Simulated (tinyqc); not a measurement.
Deal-Grove kinetics of thermal oxidation of silicon: one step, computed by the program tinyqc. Command: `OMP_NUM_THREADS=1 python tinyqc.py 3001897 3001898 out.jsonl oxide walk`. One thread of a shared host (Intel(R) Xeon(R) Processor @ 2.30GHz), about 0.03 s of CPU time with the checks.

Oxidant diffuses through the oxide and reacts at the interface, so that dx/dt = B/(A + 2x) for the oxide thickness x.

Task: Thickness after the oxidation. tau = (x_i^2 + A x_i)/B and x = (A/2) [sqrt(1 + 4 B (t + tau)/A^2) - 1], the root of x^2 + A x = B (t + tau). Silicon consumed is 0.44 times the oxide grown; the rate is B/(A + 2x).

Inputs (values chosen for the exercise, close to those used for silicon): temperature T = 1025 C; initial oxide x_i = 0.1 um; time t = 0.19 h.

Ambient: dry oxygen. Surface: (111).

length A = 0.1360747 um

parabolic constant B = 0.02258833 um^2/h

Give: tau; oxide thickness x; silicon consumed; final growth rate.

Result:

tau = 1.045 h

oxide thickness x = 0.1123 um

silicon consumed = 0.005420 um

final growth rate = 0.06262 um/h

2x/A = 1.65: reaction and diffusion both resist, diffusion with a share 2x/(A + 2x) = 0.62.
